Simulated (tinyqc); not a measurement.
Carrier density against temperature: charge neutrality of a doped semiconductor with incomplete ionisation. Computed by tinyqc, a small Python program. Command: `OMP_NUM_THREADS=1 python tinyqc.py 3013833 3013834 out.jsonl dopant walk`. One thread of a shared host (Intel(R) Xeon(R) Processor @ 2.30GHz), about 0.03 s of CPU time with the checks.

Energies are counted from the top of the valence band; E_D is measured down from the conduction band and E_A up from the valence band.

Inputs (values chosen for the exercise, for a model semiconductor):
```
quantity                    value   unit
gap at 0 K E_g0              3.01     eV
Varshni alpha            0.000389   eV/K
Varshni beta                  666      K
electron mass m_e           0.374    m_0
valleys M_c                     3      -
hole mass m_h                1.57    m_0
donor density N_D         2.1e+17  cm^-3
acceptor density N_A      1.7e+19  cm^-3
donor depth E_D            0.0597     eV
acceptor depth E_A          0.175     eV
donor degeneracy g_D            2      -
acceptor degeneracy g_A         2      -
```

Doping: p-type, compensated. Statistics of the bands: Boltzmann.

Constants: k_B = 8.617333262e-05 eV/K; m_0 = 9.1093837015e-31 kg; k_B = 1.380649e-23 J/K; h = 6.62607015e-34 J s.

Method:
- E_g = E_g0 - alpha T^2/(T + beta).
- N_c = 2 M_c (2 pi m_e k_B T/h^2)^(3/2) and N_v = 2 (2 pi m_h k_B T/h^2)^(3/2), masses in units of m_0.
- n = N_c exp((E_F - E_g)/k_B T), p = N_v exp(-E_F/k_B T).
- N_D+ = N_D/(1 + g_D exp((E_F - E_g + E_D)/k_B T)).
- N_A- = N_A/(1 + g_A exp((E_A - E_F)/k_B T)).
- Neutrality: p + N_D+ = n + N_A-; the log ratio is ln[(p + N_D+)/(n + N_A-)].
- Neutrality is solved by bisection at each T. The last column is -k_B d ln(p T^-3/2)/d(1/T) from this row and the one above; it turns negative as ionisation nears completion, when the density grows more slowly than that power of T.

Against temperature:
```
T (K)   p (cm^-3)  E_F from the band edge (eV)  ionised share  activation energy (eV)
73     1.9628e+08                      0.15180        0.01235                       -
92     8.6834e+10                      0.14576        0.01235                 0.17500
130    9.2458e+13                      0.13369        0.01236                 0.17499
180    1.0971e+16                      0.11859        0.01300                 0.17294
290    4.9390e+17                      0.11380        0.04141                 0.12643
300    5.8094e+17                      0.11484        0.04653                 0.08357
450    2.5575e+18                      0.13838        0.16279                 0.06778
600    5.1450e+18                      0.17067        0.31500                 0.04149
680    6.5072e+18                      0.19067        0.39513                 0.02072
```

What follows from these numbers?

Between the two coldest rows the activation energy is 0.175 eV, 1.00 of the dopant depth: with compensation E_F is pinned at the level and the full depth shows. No row comes within 10 % of the net doping.
